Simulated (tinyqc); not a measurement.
# Voltage drop against the pad pitch

A grid of 13 by 13 nodes with segments Rx (rows) and Ry (columns); every node draws I1 and the central node kh I1; pads with resistance Rp sit at the nodes whose row and column are multiples of the pitch, counting from 0. The drops u = Vdd - V follow from G u = i, with G the conductance matrix and i the load currents, solved directly.

Inputs (values chosen for the exercise):
```
symbol,value,unit,meaning
Vdd,0.9,V,supply voltage
Rx,0.16,ohm,resistance of a horizontal segment
Ry,0.13,ohm,resistance of a vertical segment
Rp,0.11,ohm,resistance from a pad node to the supply
kh,8,,factor on the load at the hot node
I1,0.56,mA,load current of a node in the large grid
```

Results:

| pitch (nodes) | pads | worst drop (mV) | mean drop (mV) | largest drop at a pad (mV) | largest pad current (mA) | worst drop over Vdd (%) |
|---|---|---|---|---|---|---|
| 1 | 169 | 0.1912 | 0.06415 | 0.1912 | 1.738 | 0.02125 |
| 2 | 49 | 0.3988 | 0.2713 | 0.3988 | 3.626 | 0.04432 |
| 3 | 25 | 0.7466 | 0.5913 | 0.6746 | 6.133 | 0.08295 |
| 6 | 9 | 2.304 | 2.038 | 1.727 | 15.70 | 0.2560 |
| 12 | 4 | 7.408 | 6.353 | 2.710 | 24.64 | 0.8231 |

Estimate the missing row, pitch = 4 nodes.

Computed row:

| pitch (nodes) | pads | worst drop (mV) | mean drop (mV) | largest drop at a pad (mV) | largest pad current (mA) | worst drop over Vdd (%) |
|---|---|---|---|---|---|---|
| 4 | 16 | 1.471 | 1.018 | 0.8389 | 7.626 | 0.1635 |

With this row back in the table: The worst drop goes from 0.191 to 7.41 mV while the number of pads falls from 169 to 4; between the last two rows it goes as pitch^(1.68). The largest drop at a pad is 100 % of the worst drop in the first row and 36.6 % in the last; the rest falls along the wires.

Program tinyqc, `OMP_NUM_THREADS=1 python tinyqc.py 2770155 2770156 out.jsonl`; Intel Xeon 2.30GHz, shared host, one thread, about 0.05 s.
